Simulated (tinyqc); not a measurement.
Worked calculation: coupled-perturbed Hartree-Fock on RHF in the 6-311g basis, for H2, spin multiplicity 1. One step of it, computed by the program tinyqc.

Problem. Coupled step 1. U_ai = -(mu_ai + sum_bj [4 (ai|bj) - (ab|ij) - (aj|bi)] U_bj) / (e_a - e_i); alpha = -4 sum U_ai mu_ai.

uncoupled U:
```
           i1
a2   1.641189
a3   0.000000
a4  -0.369257
a5   0.009882
a6   0.000000
```

dipole integrals <a|z|i> (bohr):
```
           i1
a2  -1.111772
a3   0.000000
a4   0.411668
a5  -0.030701
a6   0.000000
```

orbital energies (hartree): MO1 -0.542221, MO2 0.135198, MO3 0.322348, MO4 0.572634, MO5 2.564671, MO6 2.622061

Two-electron integrals over orbitals (pq|rs), unique and non-zero (hartree):
```
(11|11) 0.587284    (21|21) 0.065949    (22|11) 0.364452    (22|22) 0.311464
(31|11) -0.123405   (31|22) -0.035413   (31|31) 0.054392    (32|21) 0.016539
(32|32) 0.031911    (33|11) 0.358089    (33|22) 0.279195    (33|31) -0.038666
(33|33) 0.281537    (41|21) -0.072561   (41|32) 0.004354    (41|41) 0.099356
(42|11) -0.139971   (42|22) -0.056284   (42|31) 0.046486    (42|33) -0.050491
(42|42) 0.062883    (43|21) 0.045350    (43|32) 0.015668    (43|41) -0.048698
(43|43) 0.038018    (44|11) 0.467605    (44|22) 0.333705    (44|31) -0.081411
(44|33) 0.308713    (44|42) -0.102988   (44|44) 0.406343    (51|21) -0.028851
(51|32) 0.018619    (51|41) 0.057217    (51|43) -0.029149   (51|51) 0.079331
(52|11) -0.028596   (52|22) 0.007400    (52|31) 0.023833    (52|33) -0.004499
(52|42) 0.009988    (52|44) -0.017362   (52|52) 0.027222    (53|21) 0.033177
(53|32) -0.006138   (53|41) -0.049246   (53|43) 0.023527    (53|51) -0.043512
(53|53) 0.031992    (54|11) 0.131841    (54|22) 0.035849    (54|31) -0.058885
(54|33) 0.045693    (54|42) -0.051160   (54|44) 0.090868    (54|52) -0.039792
(54|54) 0.086302    (55|11) 0.616280    (55|22) 0.377575    (55|31) -0.144416
(55|33) 0.363868    (55|42) -0.157978   (55|44) 0.502438    (55|52) -0.060296
(55|54) 0.191237    (55|55) 0.745531    (61|11) -0.069024   (61|22) -0.016310
(61|31) 0.041295    (61|33) -0.019942   (61|42) 0.030559    (61|44) -0.055444
(61|52) 0.037609    (61|54) -0.070299   (61|55) -0.140248   (61|61) 0.073845
(62|21) -0.008547   (62|32) 0.005925    (62|41) 0.018611    (62|43) -0.012632
(62|51) 0.034090    (62|53) -0.015513   (62|62) 0.017333    (63|11) 0.093730
(63|22) 0.036411    (63|31) -0.036171   (63|33) 0.033461    (63|42) -0.037020
(63|44) 0.068360    (63|52) -0.018030   (63|54) 0.049374    (63|55) 0.129932
(63|61) -0.039764   (63|63) 0.033331    (64|21) 0.023124    (64|32) -0.018774
(64|41) -0.047480   (64|43) 0.020018    (64|51) -0.062548   (64|53) 0.035635
(64|62) -0.027226   (64|64) 0.054259    (65|21) 0.106148    (65|32) -0.003488
(65|41) -0.145009   (65|43) 0.080312    (65|51) -0.125219   (65|53) 0.090294
(65|62) -0.049439   (65|64) 0.102338    (65|65) 0.281110    (66|11) 0.604837
(66|22) 0.365666    (66|31) -0.136448   (66|33) 0.361180    (66|42) -0.151449
(66|44) 0.486924    (66|52) -0.055903   (66|54) 0.178620    (66|55) 0.710528
(66|61) -0.119496   (66|63) 0.119446    (66|66) 0.690166
```

Give: U after step 1; polarisability.

Solution.

U after step 1:
```
         i1
a2   2.0033
a3   0.0000
a4  -0.3114
a5   0.0464
a6   0.0000
```

polarisability = 9.4273 bohr^3
